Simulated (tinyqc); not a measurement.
# MOSFET in the linear regime without short-channel effects, parameter extraction from computed curves, step by step

tinyqc, about 0.01 s, one thread, Intel Xeon 2.30GHz (shared host): `OMP_NUM_THREADS=1 python tinyqc.py 2210133 2210134 out.jsonl` Printed values are rounded.

Inversion charge Q = Cox n Vt W0(exp((Vg - VT)/(n Vt))), W0 the Lambert function and n = nf; u = Q/Cox; mobility mu = mu0/(1 + th1 u + th2 u^2); channel resistance Rch = (L - dL)/(W mu Q); Id = Vd/(Rch + Rsd/W). Cox = eps0 eox/tox. Small Vd, no channel-length or drain effects.

Parameters, values chosen for the exercise; channel values of the order met in silicon transistors:
- T = 200 K (temperature)
- eox = 3.9 (relative permittivity of the gate insulator (close to silicon dioxide))
- tox = 1.6 nm (insulator thickness)
- mu0 = 260 cm^2/(V s) (low-field mobility)
- th1 = 0.68 1/V (first mobility attenuation factor)
- th2 = 0.27 1/V^2 (second mobility attenuation factor)
- VT = 0.61 V (threshold voltage)
- nf = 1.39 (body factor)
- W = 0.5 um (gate width)
- L = 0.5 um (drawn gate length)
- dL = 0.009 um (drawn less effective length)
- Rsd = 430 ohm um (source plus drain resistance)
- Vd = 0.025 V (drain voltage)

Constants: q = 1.602176634e-19 C, kB = 1.380649e-23 J/K, Vt = kB T/q, eps0 = 8.8541878128e-14 F/cm where lengths are in cm. Results are converted to the units shown.

## Transfer curve

Vg, point 0 to 9 (V): [0.41, 0.51, 0.61, 0.71, 0.81, 0.91, 1.01, 1.11, 1.21, 1.31]

u, mu, Rch and Id as defined.

```
point       u (V)  mu (cm^2/(V s))  Rch (ohm)     Id (uA)
0      5.66990e-6          259.999  3.08654e8  8.09967e-5
1      3.63050e-4          259.936  4.82154e6  0.00518414
2       0.0135866          257.607  1.30002e5    0.191041
3       0.0732314          247.326    25121.8    0.962210
4        0.155233          233.799    12536.9     1.86610
5        0.244363          219.912    8467.06     2.68037
6        0.336686          206.422    6546.91     3.37523
7        0.430782          193.591    5456.01     3.95819
8        0.525998          181.516    4765.62     4.44396
9        0.621982          170.224    4297.54     4.84727
```

## Threshold and mobility at the peak transconductance

gm_i = (Id_(i+1) - Id_(i-1))/(Vg_(i+1) - Vg_(i-1)); at the point j of largest gm the tangent meets the axis at V_ext = Vg_j - Id_j/gm_j; field-effect mobility gm_j L/(W Cox Vd) with the drawn L.

gm, point 1 to 8 (uS): [0.954800, 4.78513, 8.37530, 8.59082, 7.54562, 6.38910, 5.34365, 4.44540]
j = 4
V_ext = 0.592780 V
field-effect mobility = 159.221 cm^2/(V s)

V_ext is 17 mV below the model VT, and the mobility so found is 40 % below mu0 L/(L - dL) = 265 cm^2/(V s), the value for the drawn L; attenuation, series resistance and the slow approach of Q to a straight line all lower the peak gm.

## The Y function

Y_i = Id_i/sqrt(gm_i). For Id = beta Vd x/(1 + th x), x = Vg - VT, Y = sqrt(beta Vd) x whatever th. Slope s from points 5 and 8; VT_Y = Vg - Y/s at point 8; beta = s^2/Vd; mobility beta L/(W Cox) with the drawn L; th* = (beta Vd x/Id - 1)/x at point 8.

Y, point 1 to 8 (uA^0.5 V^0.5): [0.00530543, 0.0873333, 0.332483, 0.636675, 0.975771, 1.33531, 1.71229, 2.10773]
s = 3.77319 uA^0.5 V^-0.5
VT_Y = 0.651393 V
beta = 569.477 uA/V^2
mobility from Y = 263.866 cm^2/(V s)
th* = 1.41349 1/V

The mobility from Y is 0.34 % below mu0 L/(L - dL) = 265 cm^2/(V s), which it should reach in deep inversion when th2 = 0. th* compares with th1 + mu0 Cox Rsd/(L - dL) = 1.17 1/V, since series resistance enters like th1. The match is poor here: at these overdrives Q is not yet a straight line in Vg and th2 bends Y.
